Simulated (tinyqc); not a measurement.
Born-von Karman spring model of a cubic crystal with one atom per cell: one step, computed by the program tinyqc.

First neighbours lie at a/2 (1,1,1) (8 of them), second at a (1,0,0) (6), with all permutations and signs; the volume per atom is Omega = a^3/2. Two shells of springs match a real metal only roughly, above all at the zone boundary.

Question. Debye temperature from the elastic constants. Christoffel matrix G_xx = C11 n_x^2 + C44 (1 - n_x^2), G_xy = (C12 + C44) n_x n_y, with eigenvalues rho v^2; v_m^-3 is the mean of v^-3 over three branches and all directions (12 Gauss-Legendre points in cos(theta) times 24 angles phi = (j + 1/2) pi/12); q_D = (6 pi^2/Omega)^(1/3); Theta = hbar v_m q_D/k_B.

Inputs (values chosen for the exercise, modelled on sodium): lattice constant a = 4.23 angstrom.

Lattice: bcc.

C12 = 6.287502 GPa

C44 = 5.681477 GPa

C11 = 7.423797 GPa

density rho = 1008.781 kg/m^3

Constants: hbar = 1.054571817e-34 J s; k_B = 1.380649e-23 J/K.

Give: mean velocity v_m; Debye wave number q_D; elastic Debye temperature.

Answer.

mean velocity v_m = 1590.6 m/s

Debye wave number q_D = 1.1610 1/angstrom

elastic Debye temperature = 141.05 K
